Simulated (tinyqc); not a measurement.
Sheet resistance and Hall data of a diffused or implanted layer: one step, computed by the program tinyqc. Command: `OMP_NUM_THREADS=1 python tinyqc.py 3028574 3028575 out.jsonl layer walk`. One thread of a shared host (Intel(R) Xeon(R) Processor @ 2.30GHz), about 0.01 s of CPU time with the checks.

Carriers are taken equal to the net active doping down to the junction (full ionisation, which deep dopants in wide-gap hosts do not reach; no spill-over, no depletion), and the Hall factor is 1.

Task: Profile. N(x) = N_0 erfc(x/l), dose N_0 l/sqrt(pi), junction x_j = l erfc^-1(N_B/N_0). Mobility mu = mu_min + (mu_max - mu_min)/(1 + (N_t/N_ref)^alpha), N_t = active doping + N_B; carriers n = active doping - N_B, all dopants active. sigma = e n mu.

Inputs (values chosen for the exercise, modelled on aluminium in 4H-SiC):

| quantity | value | unit |
|---|---|---|
| mu_min | 15.2 | cm^2/(V s) |
| mu_max | 124 | cm^2/(V s) |
| N_ref | 1.9e+19 | 1/cm^3 |
| exponent alpha | 0.34 | - |
| peak concentration N_0 | 4.6e+18 | 1/cm^3 |
| length scale l | 30 | nm |
| background doping N_B (opposite type) | 1.5e+17 | 1/cm^3 |

Profile: complementary error function. Activation: complete.

Constants: e = 1.602176634e-19 C.

Give: Depth, doping, carriers, mobility and conductivity at 2, 10, 20, 35, 50, 65, 80, 90 and 98 % of the layer.

Result:

Depth, doping, carriers, mobility and conductivity at 2, 10, 20, 35, 50, 65, 80, 90 and 98 % of the layer:

| x (nm) | N (1/cm^3) | n (1/cm^3) | mu (cm^2/(V s)) | sigma (S/cm) |
|---|---|---|---|---|
| 0.91 | 4.443e+18 | 4.293e+18 | 82.5 | 56.73 |
| 4.53 | 3.822e+18 | 3.672e+18 | 83.7 | 49.26 |
| 9.07 | 3.078e+18 | 2.928e+18 | 85.5 | 40.11 |
| 15.87 | 2.091e+18 | 1.941e+18 | 88.5 | 27.53 |
| 22.66 | 1.312e+18 | 1.162e+18 | 91.9 | 17.12 |
| 29.46 | 7.583e+17 | 6.083e+17 | 95.5 | 9.30 |
| 36.26 | 4.019e+17 | 2.519e+17 | 98.9 | 3.99 |
| 40.80 | 2.505e+17 | 1.005e+17 | 100.9 | 1.63 |
| 44.42 | 1.667e+17 | 1.674e+16 | 102.3 | 0.27 |

The mobility varies by a factor 1.2 across these points and the conductivity by 207.
